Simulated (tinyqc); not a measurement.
Permittivity and interface capacitance from two thicknesses.

Question. 1/C = t/(eps0 ek) + 2/ci for planar capacitors that differ only in thickness. Find ek, ci and the EOT of the interfaces, 2 x 3.9 eps0/ci.

Constants: eps0 = 8.8541878128e-14 F/cm where lengths are in cm. Results are converted to the units shown.

C at t = 18 and 54 nm (uF/cm^2): 1.0700456  0.35719149

Solution. 1/C is a straight line in t: the slope gives ek and the intercept 2/ci. A single thickness would give only the effective permittivity; when the interfaces are a small part of 1/C, ci needs very accurate data.

ek = 21.8
ci = 1.00e3 uF/cm^2
EOT of the interfaces = 0.00691 nm

Computed by the program tinyqc: `OMP_NUM_THREADS=1 python tinyqc.py 2102080 2102081 out.jsonl`, one thread of a shared Intel Xeon 2.30GHz, about 0.01 s for the whole run.
